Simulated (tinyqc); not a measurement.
Free-carrier optics of a doped semiconductor (Drude model with one polar phonon): one step. Optical constants. Two cases, with inputs chosen for the exercise.

Problem. Convert eps at the photon energy E (in meV) into the optical constants.

n + i k = sqrt(eps1 + i eps2) with k >= 0; R = ((n - 1)^2 + k^2)/((n + 1)^2 + k^2) at normal incidence from vacuum; alpha = 2 E k/(hbar c), times 1e8 for 1/cm; loss function Im(-1/eps) = eps2/(eps1^2 + eps2^2).

Constants: hbar c = 1973.269805 eV angstrom.

Give: n; k; R; alpha.

Case 1.

Values chosen (out of a larger set: mass and dielectric values near those of SiC; N and mu are free inputs; interband absorption and the rise of the mass with filling are left out; not measured data): E = 20.6 meV (photon energy).

eps = 8.892648+1.977112i

Solution.

n = 3.0002
k = 0.3295
R = 0.2551
alpha = 688 1/cm

Light of this energy penetrates 1/alpha = 14.5 micrometre.

Case 2.

Values chosen (out of a larger set: mass and dielectric values near those of GaN; N and mu are free inputs; interband absorption and the rise of the mass with filling are left out; not measured data): E = 71.4 meV (photon energy).

eps = -54.897210+10.875683i

Solution.

n = 0.7304
k = 7.4452
R = 0.9500
alpha = 5.39e+04 1/cm

Light of this energy penetrates 1/alpha = 0.186 micrometre.

Computed by tinyqc, one run a case: `OMP_NUM_THREADS=1 python tinyqc.py N N+1 out.jsonl` with N = 1651526, 1651591; one thread of a shared Intel(R) Xeon(R) Processor @ 2.30GHz, about 0.01 s a run at most.
